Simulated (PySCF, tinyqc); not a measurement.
RKS/PBE0 in the sto-3g basis, for H4, spin multiplicity 1, step by step. The lowest restricted solution is unstable here: a spin-polarised one lies 0.0194 hartree lower (PySCF). One step of it, computed by the program tinyqc.

Problem. Iteration 2: building the Kohn-Sham matrix. J_ij = sum D_kl (ij|kl), K_ij = sum D_kl (ik|jl); F = H + J - 0.125 K + V_xc; E = tr D H + tr D J / 2 - 0.0625 tr D K + E_xc + E_nn.

D after iteration 1, order 1H 1s, 2H 1s, 3H 1s, 4H 1s:
$$\begin{pmatrix}
0.808840 & 0.808840 & -0.184798 & -0.184798 \\
0.808840 & 0.808840 & -0.184798 & -0.184798 \\
-0.184798 & -0.184798 & 0.808840 & 0.808840 \\
-0.184798 & -0.184798 & 0.808840 & 0.808840
\end{pmatrix}$$

core Hamiltonian H = T + V (hartree), order 1H 1s, 2H 1s, 3H 1s, 4H 1s:
$$\begin{pmatrix}
-1.413266 & -0.569208 & -0.386900 & -0.188357 \\
-0.569208 & -1.413266 & -0.188357 & -0.386900 \\
-0.386900 & -0.188357 & -1.413266 & -0.569208 \\
-0.188357 & -0.386900 & -0.569208 & -1.413266
\end{pmatrix}$$

Two-electron integrals (ij|kl) in chemists' order, unique and non-zero (hartree):
```
(11|11) 0.774606   (21|11) 0.169049   (21|21) 0.054073   (22|11) 0.372407
(22|21) 0.169049   (22|22) 0.774606   (31|11) 0.105655   (31|21) 0.026361
(31|22) 0.065665   (31|31) 0.023229   (32|11) 0.038035   (32|21) 0.012741
(32|22) 0.041621   (32|31) 0.008791   (32|32) 0.004303   (33|11) 0.316550
(33|21) 0.088279   (33|22) 0.245442   (33|31) 0.105655   (33|32) 0.041621
(33|33) 0.774606   (41|11) 0.041621   (41|21) 0.012741   (41|22) 0.038035
(41|31) 0.008791   (41|32) 0.004212   (41|33) 0.038035   (41|41) 0.004303
(42|11) 0.065665   (42|21) 0.026361   (42|22) 0.105655   (42|31) 0.014494
(42|32) 0.008791   (42|33) 0.065665   (42|41) 0.008791   (42|42) 0.023229
(43|11) 0.088279   (43|21) 0.028154   (43|22) 0.088279   (43|31) 0.026361
(43|32) 0.012741   (43|33) 0.169049   (43|41) 0.012741   (43|42) 0.026361
(43|43) 0.054073   (44|11) 0.245442   (44|21) 0.088279   (44|22) 0.316550
(44|31) 0.065665   (44|32) 0.038035   (44|33) 0.372407   (44|41) 0.041621
(44|42) 0.105655   (44|43) 0.169049   (44|44) 0.774606
```

nuclear repulsion = 1.89994946 hartree

V_xc (hartree), order 1H 1s, 2H 1s, 3H 1s, 4H 1s:
$$\begin{pmatrix}
-0.329662 & -0.090292 & -0.054385 & -0.025161 \\
-0.090292 & -0.329662 & -0.025161 & -0.054385 \\
-0.054385 & -0.025161 & -0.329662 & -0.090292 \\
-0.025161 & -0.054385 & -0.090292 & -0.329662
\end{pmatrix}$$

E_xc = sum of w rho eps_xc = -1.01197714 hartree

Give: Coulomb J; exchange K; Kohn-Sham matrix F; total energy of this density.

Solution.

Coulomb J (hartree), order 1H 1s, 2H 1s, 3H 1s, 4H 1s:
$$\begin{pmatrix}
1.7058 & 0.5204 & 0.3420 & 0.1604 \\
0.5204 & 1.7058 & 0.1604 & 0.3420 \\
0.3420 & 0.1604 & 1.7058 & 0.5204 \\
0.1604 & 0.3420 & 0.5204 & 1.7058
\end{pmatrix}$$

exchange K (hartree), order 1H 1s, 2H 1s, 3H 1s, 4H 1s:
$$\begin{pmatrix}
0.9113 & 0.5950 & 0.1911 & 0.1469 \\
0.5950 & 0.9113 & 0.1469 & 0.1911 \\
0.1911 & 0.1469 & 0.9113 & 0.5950 \\
0.1469 & 0.1911 & 0.5950 & 0.9113
\end{pmatrix}$$

Kohn-Sham matrix F (hartree), order 1H 1s, 2H 1s, 3H 1s, 4H 1s:
$$\begin{pmatrix}
-0.1510 & -0.2135 & -0.1232 & -0.0714 \\
-0.2135 & -0.1510 & -0.0714 & -0.1232 \\
-0.1232 & -0.0714 & -0.1510 & -0.2135 \\
-0.0714 & -0.1232 & -0.2135 & -0.1510
\end{pmatrix}$$

total energy of this density = -1.974190 hartree
